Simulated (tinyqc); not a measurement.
Resistance of a tapered via with liner, size effect and interface: one step of the calculation.

A round via whose diameter grows from db at the bottom as D(z) = db + 2 z/tan(ang). The fill, of diameter D - 2 tl, starts above the bottom liner (thickness fb tl) and has rho = rho0 (1 + ks lam/(D - 2 tl)); the sidewall liner conducts in parallel with it. The bottom liner and the interface are crossed over the full area pi db^2/4. Spreading in the lines above and below is left out.

Question. Slices of the via. Slices between z0 = fb tl and hv, evaluated at their midpoints: conductance per length pi/4 [(D - 2 tl)^2/rho + (D^2 - (D - 2 tl)^2)/rl], slice resistance = slice height over that. 7 slices.

Values chosen for this exercise; fill metal close to cobalt:
- db = 9.1 nm (diameter at the bottom)
- hv = 14 nm (height)
- ang = 89 degrees (sidewall angle)
- rho0 = 6.36 uohm cm (bulk resistivity of the fill)
- lam = 11.6 nm (mean free path of the fill)
- ks = 1.5 (size-effect factor)
- tl = 1.8 nm (liner on the sidewall)
- fb = 0.7 (liner at the bottom over that on the sidewall)
- rl = 150 uohm cm (resistivity of the liner)

Wanted: z; D; rho; slice resistance.

Answer.

```
slice  z (nm)  D (nm)  rho (uohm cm)  slice resistance (ohm)
0      2.1700  9.1758         26.207                  15.044
1      3.9900  9.2393         25.984                  14.657
2      5.8100  9.3028         25.765                  14.283
3      7.6300  9.3664         25.551                  13.922
4      9.4500  9.4299         25.342                  13.572
5      11.270  9.4934         25.137                  13.234
6      13.090  9.5570         24.937                  12.907
```

Computed by the program tinyqc: `OMP_NUM_THREADS=1 python tinyqc.py 2750165 2750166 out.jsonl`, one thread of a shared Intel Xeon 2.30GHz, about 0.01 s for the whole run.
